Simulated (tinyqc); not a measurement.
Worked calculation: cluster expansion of a binary alloy: correlations, fit, cross-validation and ground states. Computed by tinyqc, a small Python program that keeps every step. Command: `OMP_NUM_THREADS=1 python tinyqc.py 3022231 3022232 out.jsonl clex walk`. One thread of a shared host (Intel(R) Xeon(R) Processor @ 2.30GHz), about 0.06 s of CPU time with the checks. Intermediate numbers are printed to about 6 digits and carried at full precision; extremes and crossings named in words are read from the listed rows.

s = +1 for A and -1 for B. Energy per site E = J0 + J1 P(point) + sum over clusters of m V P, with P the mean product of spins; V > 0 on a pair favours unlike neighbours. Clusters per site m: pair 1 4, pair 2 3, pair 3 6, triplet 12; the triplet is two first-neighbour bonds closed by a second-neighbour bond. Formation energies are counted from the line between pure A and pure B, which removes J0 and J1.

Inputs (values chosen for the exercise, for a model alloy):
```
quantity                     value      unit
first-pair interaction V1     13.1       meV
second-pair interaction V2    -1.1       meV
third-pair interaction V3   -0.033       meV
triplet interaction Vt        -1.1       meV
noise amplitude                3.7  meV/site
temperature T                  790         K
fraction x of B               0.42         -
```

Lattice: bcc.

Constants: k_B = 8.617333262e-05 eV/K.

## Design matrix

correlations P, counted on periodic cells:
```
                     point    pair 1    pair 2    pair 3   triplet
A                  1.00000   1.00000   1.00000   1.00000   1.00000
A3B D0_3           0.50000   0.00000   0.00000   1.00000  -0.50000
A3B (001) layers   0.50000   0.00000   0.66667   0.33333   0.16667
A2B C11_b          0.33333  -0.33333   0.55556   0.11111  -0.11111
AB B2              0.00000  -1.00000   1.00000   1.00000   0.00000
AB B32             0.00000   0.00000  -1.00000   1.00000   0.00000
A2B2 B11           0.00000   0.00000   0.33333  -0.33333   0.00000
AB (110) layers    0.00000   0.00000  -0.33333  -0.33333   0.00000
AB2 C11_b         -0.33333  -0.33333   0.55556   0.11111   0.11111
AB3 D0_3          -0.50000   0.00000   0.00000   1.00000   0.50000
AB3 (001) layers  -0.50000   0.00000   0.66667   0.33333  -0.16667
B                 -1.00000   1.00000   1.00000   1.00000  -1.00000
```

Design matrix of formation energies: m (P - 1) for pairs and m (P(triplet) - P(point)) for the triplet; x = (1 - P(point))/2.

X:
```
                   pair 1   pair 2   pair 3   triplet
A                  0.0000   0.0000   0.0000    0.0000
A3B D0_3          -4.0000  -3.0000   0.0000  -12.0000
A3B (001) layers  -4.0000  -1.0000  -4.0000   -4.0000
A2B C11_b         -5.3333  -1.3333  -5.3333   -5.3333
AB B2             -8.0000   0.0000   0.0000    0.0000
AB B32            -4.0000  -6.0000   0.0000    0.0000
A2B2 B11          -4.0000  -2.0000  -8.0000    0.0000
AB (110) layers   -4.0000  -4.0000  -8.0000    0.0000
AB2 C11_b         -5.3333  -1.3333  -5.3333    5.3333
AB3 D0_3          -4.0000  -3.0000   0.0000   12.0000
AB3 (001) layers  -4.0000  -1.0000  -4.0000    4.0000
B                  0.0000   0.0000   0.0000    0.0000
```

## Formation energies

standard normal numbers for the noise (0 for the pure ends): A 0.000, A3B D0_3 1.118, A3B (001) layers 0.157, A2B C11_b 0.425, AB B2 0.833, AB B32 0.910, A2B2 B11 -0.389, AB (110) layers 0.354, AB2 C11_b -0.629, AB3 D0_3 1.987, AB3 (001) layers -0.366, B 0.000

Exact: X V with V = (V1, V2, V3, Vt). The data to fit add the noise amplitude times the normal numbers, standing for what the clusters leave out.

exact energies (meV/site): A 0.000, A3B D0_3 -35.900, A3B (001) layers -46.768, A2B C11_b -62.357, AB B2 -104.800, AB B32 -45.800, A2B2 B11 -49.936, AB (110) layers -47.736, AB2 C11_b -74.091, AB3 D0_3 -62.300, AB3 (001) layers -55.568, B 0.000

data (meV/site): A 0.000, A3B D0_3 -31.763, A3B (001) layers -46.187, A2B C11_b -60.785, AB B2 -101.718, AB B32 -42.433, A2B2 B11 -51.375, AB (110) layers -46.426, AB2 C11_b -76.418, AB3 D0_3 -54.948, AB3 (001) layers -56.922, B 0.000

## Normal equations for V1, V2, Vt

Leave out pair 3: A = X^T X and b = X^T E (E being the data with noise) over these three columns; solve A V = b. The root-mean-square error runs over the structures between the pure ends.

matrix A:
```
         V1      V2       Vt
V1  232.889  94.222    0.000
V2   94.222  79.556    0.000
Vt    0.000   0.000  376.889
```

b (meV): 2865.71  1089.23  -404.53

fitted V1, V2, Vt (meV): 12.9903  -1.6936  -1.0733

root-mean-square error of the three-cluster fit = 2.49322 meV/site

The fit misses V1 by -0.11, V2 by -0.59 and Vt by +0.03 meV; the omitted V3 = -0.033 meV and the noise shift the fitted values.

## Which clusters to keep

For each set, H = X (X^T X)^-1 X^T over the structures between the ends; residual e = E - H E; leave-one-out error e_i/(1 - H_ii); both as root mean squares.

Fits:
```
clusters     fit error (meV/site)  leave-one-out error (meV/site)  largest H_ii
V1                        7.84360                         8.58843      0.274809
V1 V2                     7.04533                         8.08015      0.532056
V1 V3                     7.73057                         9.42685      0.511530
V1 V2 Vt                  2.49322                         4.19400      0.532056
V1 Vt                     4.25458                         6.20256      0.450778
V1 V2 V3                  6.82333                         8.50186      0.711777
V1 V3 Vt                  4.04241                         6.82518      0.511530
V1 V2 V3 Vt               1.77124                         3.66126      0.711777
```

leave-one-out error without pair 3 = 4.19400 meV/site

leave-one-out error with all four = 3.66126 meV/site

The fit error can only fall as clusters are added, to 1.77 meV with all four. The leave-one-out error is least for V1 V2 V3 Vt (3.66 meV): dropping V2, V3 or Vt makes prediction worse at this noise.

## Ground states by the convex hull

Height above the hull = E less the lowest straight line between two structures that bracket x (or the lowest structure at the same x). The three-term fit is X V with the fitted values.

Hull among these structures (meV/site):
```
structure               x   exact E  above hull  fitted E  above hull, fit
A                 0.00000     0.000      0.0000     0.000           0.0000
A3B D0_3          0.25000   -35.900     16.5000   -34.000          17.9611
A3B (001) layers  0.25000   -46.768      5.6320   -45.974           5.9870
A2B C11_b         0.33333   -62.357      7.5093   -61.299           7.9827
AB B2             0.50000  -104.800      0.0000  -103.922           0.0000
AB B32            0.50000   -45.800     59.0000   -41.799          62.1230
A2B2 B11          0.50000   -49.936     54.8640   -48.574          55.3484
AB (110) layers   0.50000   -47.736     57.0640   -45.187          58.7357
AB2 C11_b         0.66667   -74.091      2.3760   -72.748           1.7332
AB3 D0_3          0.75000   -62.300      0.0000   -59.760           0.0000
AB3 (001) layers  0.75000   -55.568      6.7320   -54.561           5.1995
B                 1.00000     0.000      0.0000     0.000           0.0000
```

lowest exact formation energy = -104.8 meV/site

On the exact hull: A, AB B2, AB3 D0_3, B. The fit finds the same set. A structure at zero height may lie on a tie line without being a vertex, and structures outside this list could lie lower.

## The random alloy and its short-range order

Random alloy: P(pair) = p^2, P(triplet) = p^3, p = 1 - 2x, so H_mix = (p^2 - 1) sum m V(pairs) + (p^3 - p) m Vt; G_mix = H_mix + k_B T [x ln x + (1 - x) ln(1 - x)]. To first order in 1/T the Warren-Cowley parameter of shell 1 is alpha_1 = -(1 - p^2) V_eff/(k_B T), V_eff = V1 + (number of triplets on a first-neighbour bond) p Vt, that number being 6.

mixing enthalpy H_mix = -45.5922 meV/site

mixing free energy G_mix = -91.9044 meV/site

alpha_1 = -0.172388

alpha_1 < 0: unlike neighbours are preferred. Caution: so large an alpha_1 is beyond the first-order expansion.

Checks made by the program: leave-one-out formula against refits (relative difference below 1e-10).
